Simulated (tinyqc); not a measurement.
Changing the anneal time t: equilibrium and kinetic segregation of a solute to boundaries and growing surfaces. Computed by tinyqc, a small Python program. Command: `OMP_NUM_THREADS=1 python tinyqc.py 3025552 3025553 out.jsonl segreg sweep`. One thread of a shared host (Intel(R) Xeon(R) Processor @ 2.30GHz), about 0.01 s of CPU time with the checks.

Inputs (values chosen for the exercise, modelled on phosphorus in polycrystalline silicon):

| quantity | value | unit |
|---|---|---|
| segregation energy Q | 0.469 | eV |
| total solute fraction x0 | 0.00097 | - |
| temperature T | 1125 | K |
| boundary thickness delta | 0.33 | nm |
| bulk diffusivity D | 5.7e-18 | m^2/s |

Isotherm: Langmuir-McLean.

Constants: k_B = 8.617333262e-05 eV/K.

Method:
- With theta the solute fraction on boundary sites and x that in the grains, theta/(1 - theta) = [x/(1 - x)] exp[Q/(k_B T)].
- The coverage theta_inf is that for x = x0.
- McLean kinetics from a uniform start, fed from both sides, with a constant enrichment beta = theta_inf/x0: (theta - x0)/(theta_inf - x0) = 1 - exp(s^2) erfc(s), s = 2 sqrt(D t)/(beta delta); half filling at s = 0.7691, t = (0.7691 beta delta/2)^2/D. D is an input and does not follow T.

One run for each value:

| anneal time t (s) | degree of filling | s |
|---|---|---|
| 0.02 | 0.02019 | 1.8185e-02 |
| 0.085 | 0.04094 | 3.7489e-02 |
| 0.35 | 0.08037 | 7.6074e-02 |
| 6.1 | 0.27733 | 3.1759e-01 |
| 25 | 0.45085 | 6.4294e-01 |
| 110 | 0.65178 | 1.3486e+00 |
| 440 | 0.80295 | 2.6973e+00 |
| 1800 | 0.89824 | 5.4555e+00 |

Give the missing row, anneal time t (s) = 1.5.

Computed row:
```
anneal time t (s)  degree of filling           s
1.5                          0.15556  1.5749e-01
```

Interpolating between the two neighbouring rows (the first column on a logarithmic scale, the others too where they are positive) misses most in degree of filling, by 2.9 %. Over the rows, degree of filling rises from 0.0202 to 0.898 (exponent d ln y / d ln x 0.49 between the first rows and 0.080 between the last); s rises from 0.0182 to 5.46 (exponent d ln y / d ln x about 0.50 throughout). At the low end the exponent of degree of filling is 0.49, close to 0.50: early filling goes as sqrt(D t).
